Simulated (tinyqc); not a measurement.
Undoped symmetric double-gate MOSFET, analytic potential model: effect of the temperature.

An undoped body of thickness ts between two equal insulators and tied gates; long channel, electrons only, n = ni exp((psi - V)/Vt) with V the quasi-Fermi potential (0 at the source, Vd at the drain), constant mobility, no quantisation. Across the body psi(x) = V - 2 Vt ln[(ts/(2 beta)) sqrt(q ni/(2 eps0 eps_r Vt)) cos(2 beta x/ts)], x from the centre. Q is the electron charge per area of the whole body.

Nc and Nv are given at 250 K and scale as (T/250 K)^1.5; Eg and mu are held fixed. ni = sqrt(Nc Nv) exp(-Eg/(2 Vt)), Eg in volts; r = eps_r tox/(eox ts); V0 = dphi + 2 Vt ln[(2/ts) sqrt(2 eps0 eps_r Vt/(q ni))]. beta (between 0 and pi/2) solves (Vg - V0 - V)/(2 Vt) = ln(beta) - ln(cos beta) + 2 r beta tan(beta). Q = 8 eps0 eps_r Vt beta tan(beta)/ts; I = mu (1/L)(4 eps0 eps_r/ts)(2 Vt)^2 [g(beta_s) - g(beta_d)] per width, g = beta tan(beta) - beta^2/2 + r beta^2 tan^2(beta), with beta_s at V = 0 and beta_d at V = Vd.  I(low) is taken at Vg = 0.13 V, Qs and I(high) at Vg = 0.88 V.

Inputs (values chosen for the exercise); material values close to those of silicon: band gap Eg = 1.12 eV; relative permittivity of the semiconductor eps_r = 11.6; conduction-band density of states at the reference temperature Nc = 2.14e19 cm^-3; valence-band density of states at the reference temperature Nv = 2.02e19 cm^-3; relative permittivity of the gate insulator eox = 4.03; insulator thickness tox = 1.1 nm; body thickness ts = 20 nm; gate work function less that of the intrinsic body dphi = -0.09 V; channel mobility mu = 280 cm^2/(V s); gate length L = 1 um; drain voltage Vd = 0.05 V.

Constants: q = 1.602176634e-19 C, kB = 1.380649e-23 J/K, Vt = kB T/q, eps0 = 8.8541878128e-14 F/cm where lengths are in cm. Results are converted to the units shown.

Result of one run:
```
V0 (V),I(low) (nA/um),Qs(high) (nC/cm^2),I(high) (uA/um)
0.38929,4.4087e-4,2345.7,30.792
```

Which temperature T gave this result: 220, 250, 280 or 340 K?

T = 220 K.

The whole series:
```
T (K),V0 (V),I(low) (nA/um),Qs(high) (nC/cm^2),I(high) (uA/um)
220,0.38929,4.4087e-4,2345.7,30.792
250,0.37691,0.0050712,2347.2,30.840
280,0.36437,0.035396,2353.1,30.948
310,0.35169,0.17279,2362.7,31.108
340,0.33889,0.64702,2375.6,31.311
370,0.32597,1.9786,2391.4,31.553
400,0.31295,5.1623,2409.6,31.828
430,0.29983,11.857,2430.0,32.133
```

As T goes from 220 to 430 K, I(low) rises from 4.41e-4 to 11.9 nA/um and I(high) rises from 30.8 to 32.1 uA/um. V0 falls from 0.389 to 0.300 V. In every row the surface density at the source at the higher gate voltage passes 0.3 Nc, where Boltzmann statistics fail. In every row the mobility is held fixed, though a real one changes with T.

Program tinyqc, `OMP_NUM_THREADS=1 python tinyqc.py 2440076 2440077 out.jsonl`; Intel Xeon 2.30GHz, shared host, one thread, about 0.01 s.
